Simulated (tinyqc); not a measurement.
# Interdiffusion of a quantum well during annealing: blurred potential and shift of the confined levels, step by step

A worked calculation. Computed by tinyqc, a small Python program that keeps every step. Command: `OMP_NUM_THREADS=1 python tinyqc.py 3003930 3003931 out.jsonl qwi walk`. One thread of a shared host (Intel(R) Xeon(R) Processor @ 2.30GHz), about 0.06 s of CPU time with the checks. Intermediate numbers are printed to about 5 digits and carried at full precision; extremes and crossings named in words are read from the listed rows.

A square well of width w is blurred by Fick diffusion with a constant coefficient; band offsets are linear in composition, masses are uniform, and strain and excitons are ignored.

Inputs (values chosen for the exercise, modelled on SiGe in silicon (holes and electrons as a model)):
```
quantity               value    unit
well width w             7.8      nm
electron mass m_e      0.192     m_0
hole mass m_h          0.268     m_0
conduction offset V_c  0.029      eV
valence offset V_v      0.17      eV
prefactor D0             1.7  cm^2/s
activation energy E      3.9      eV
anneal temperature T     860       C
anneal time t            150       s
```

Constants: k_B = 8.617333262e-05 eV/K; hbar^2/(2 m_0) = 3.80998212 eV angstrom^2.

## Diffusion length

D = D0 exp(-E/(k_B T)); L = sqrt(D t); share of well material at the centre erf(w/(4L)); 1 nm = 1e-7 cm. Temperatures in kelvin are T(C) + 273.15.

diffusivity D = 7.6714e-18 cm^2/s

diffusion length L = 0.33922 nm

ratio L/w = 0.043490

share at the centre = 1

## Levels before the anneal

Square well, ground state: take the lowest root of k tan(k w/2) = kappa, k^2 = E/c, kappa^2 = (V - E)/c, c = hbar^2/(2m) with hbar^2/(2 m_0) in eV angstrom^2.

electron level before the anneal = 10.859 meV

hole level before the anneal = 15.045 meV

Caution: the well mass is used in the barriers too; a heavier barrier mass would lower these levels.

## Levels after the anneal

With L = sqrt(D t) and the share at the centre erf(w/(4L)). After the anneal: V(z) = V {1 - (1/2)[erf((w/2 - z)/(2L)) + erf((w/2 + z)/(2L))]}, energies counted from the original well bottom. Finite differences on 3000 points over |z| < w/2 + 6L + 25 nm; shifts are taken against the same grid with cell-averaged square steps. Rise of the bottom = V (1 - share at the centre). Overlap = |<electron|hole>|^2.

shift of the electron level = 0.193 meV

shift of the hole level = 1.275 meV

blue shift of the transition = 1.468 meV

rise of the gap at the centre = 0 meV

overlap = 0.8723

The centre is still intact, so the shift comes from rounded edges that narrow the lower part of the well.

## Shift against diffusion length

First-order estimate for small L: the shift is 2 L^2 V |d(psi^2)/dz| at an edge, with psi the normalised square-well state: psi^2 = cos^2(k z)/(w/2 + 1/kappa) inside, so |d(psi^2)/dz| = k sin(k w)/(w/2 + 1/kappa).

Shifts (meV):
```
L/w   L (nm)  share at the centre  electron     hole      sum  first-order sum
0.02   0.156                    1     0.043     0.29    0.332          0.35910
0.04   0.312                    1     0.164    1.088    1.252           1.4364
0.07   0.546              1.00000     0.476    3.151    3.627           4.3990
0.1     0.78              0.99959     0.919    6.297    7.216           8.9775
0.15    1.17              0.98158     1.877   14.153    16.03           20.199
0.2     1.56              0.92290     2.988   24.653   27.642           35.910
0.3     2.34              0.76141     5.189   46.918   52.107           80.797
0.45    3.51              0.56794     7.788   72.565   80.353           181.79
0.7     5.46              0.38649    10.495   97.319  107.814           439.90
1        7.8              0.27633    12.336  112.898  125.234           897.75
```

The sum grows as L^1.91 between the first rows (L^2, linear in time, in first order) and as L^0.42 between the last, as it bends towards the limit V_c + V_v less the original levels, 173.1 meV. The first-order form is off by +8 % in the first row and +24 % at L/w = 0.1; it needs L well below the decay length 1/kappa. At L/w = 0.2 the hole level has moved by the larger share of its offset (14.5 % for the hole, 10.3 % for the electron).

Checks made by the program: finite differences against the square-well equation (relative difference 2e-05).
